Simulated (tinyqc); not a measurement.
# Zener tunnelling in a reverse-biased junction, two-band WKB: effects of single changes

Abrupt p-n junction, depletion approximation. Energies E are counted from the conduction-band edge of the neutral n side; its Fermi level lies at dn, that of the p side at dn - V, and the valence-band edge of the neutral p side at Em = dn + dp - V. Tunnelling needs 0 < E < Em. Two-band dispersion with equal masses m: inside the gap kappa = sqrt(m u (1 - u/Eg)/C), u the distance from a band edge, C = hbar^2/(2 m0).

Inputs (values chosen for the exercise); band and dielectric values those of a made-up semiconductor:
```
symbol    value   unit                                     meaning
T           300      K                                 temperature
Eg        0.398     eV                                    band gap
eps_r      19.1                              relative permittivity
Nc      8.77e16  cm^-3  conduction-band density of states at 300 K
Nv      7.57e18  cm^-3     valence-band density of states at 300 K
m         0.033     m0        band-edge mass of the two-band model
Na       1.6e19  cm^-3                            acceptor density
Nd       4.7e17  cm^-3                               donor density
V          -2.2      V                          bias of the p side
```

Constants: q = 1.602176634e-19 C, kB = 1.380649e-23 J/K, hbar = 1.054571817e-34 J s, h = 6.62607015e-34 J s, m0 = 9.1093837015e-31 kg, Vt = kB T/q, eps0 = 8.8541878128e-14 F/cm where lengths are in cm, hbar^2/(2 m0) = 0.0380998212 eV nm^2. Results are converted to the units shown.

Each table varies one quantity; the others keep the values above.

## Effect of the band gap with the mass tied to it

The mass follows the gap, m = 0.033 Eg/0.398 eV, as in a two-band model with a fixed matrix element; Nc, Nv and eps_r are held. Nd = Nc F12(dn/Vt), Na = Nv F12(dp/Vt), F12(x) = (2/sqrt(pi)) int_0^infinity sqrt(u)/(1 + exp(u - x)) du; dn = EF - Ec on the n side, dp = Ev - EF on the p side (negative outside the bands); Vbi = Eg + dn + dp. W = sqrt(2 eps0 eps_r (Vbi - V)(1/Na + 1/Nd)/q), mean field F = (Vbi - V)/W, peak field 2 F. In a uniform field F the exponent is S = pi sqrt(m/C) Eg^1.5/(4 F). Transverse energy Et = C kt^2/m raises it to S (1 + 4 Et/Eg), so T = exp(-S) exp(-Et/Eb) with Eb = Eg/(4 S). KJ = (2 q^2/h) m/(4 pi C) (times 1e14 for A/cm^2 per eV^2). J = KJ exp(-S) Eb times the integral from 0 to Em of [f(E - dn) - f(E - dn + V)] [1 - exp(-min(E, Em - E)/Eb)] dE, f(x) = 1/(1 + exp(x/Vt)), with S and Eb from the mean field; J > 0 flows from p to n.

Effect of the band gap with the mass tied to it:
```
Eg (eV)	Vbi (V)	mean field (MV/cm)	S	J (A/cm^2)	S at fixed m
0.2	0.3273	0.2338	1.982	-2.034e6	2.796
0.26	0.3873	0.2366	3.311	-5.461e5	4.096
0.31	0.4373	0.2388	4.662	-1.429e5	5.282
0.37	0.4973	0.2415	6.567	-2.152e4	6.811
0.43	0.5573	0.2442	8.773	-2399	8.440
0.48	0.6073	0.2464	10.83	-308.3	9.865
0.54	0.6673	0.2490	13.57	-20.25	11.65
0.6	0.7273	0.2516	16.58	-1.009	13.50
```

S rises from 1.98 to 16.6, as Eg^(1.93), against Eg^(1.43) at fixed m; at a fixed field the powers would be 2 and 1.5, and the field grows with Vbi. |J| falls from 2.03e6 to 1.01 A/cm^2. Where S is below about 4, a WKB prefactor of 1 is a rough guess.

## Effect of the doping Nd

Same model as above.

Results:
```
Nd (cm^-3)	Vbi (V)	mean field (MV/cm)	S	J (A/cm^2)
1.3e17	0.4596	0.1275	14.40	-4.491
1.7e17	0.4705	0.1459	12.58	-31.69
3.2e17	0.5014	0.2004	9.160	-1335
4.4e17	0.5209	0.2349	7.812	-6028
6e17	0.5434	0.2741	6.695	-2.150e4
8.2e17	0.5706	0.3200	5.736	-6.544e4
1.1e18	0.6015	0.3696	4.966	-1.632e5
```

Estimate the missing row, Nd = 2.4e17 cm^-3.

Computed row:
```
Nd (cm^-3)	Vbi (V)	mean field (MV/cm)	S	J (A/cm^2)
2.4e17	0.4863	0.1735	10.58	-279.0
```

With this row back in the table: The mean field rises from 0.127 to 0.370 MV/cm, as Nd^(0.50), S falls from 14.4 to 4.97, and |J| rises from 4.49 to 1.63e5 A/cm^2: 4.56 decades, of which exp(-S) accounts for 4.10.

Range of the model: Parabolic densities of states, no band tails and no gap narrowing, all of which matter at such doping.

Program tinyqc, `OMP_NUM_THREADS=1 python tinyqc.py 2620057 2620058 out.jsonl`; Intel Xeon 2.30GHz, shared host, one thread, about 0.02 s.
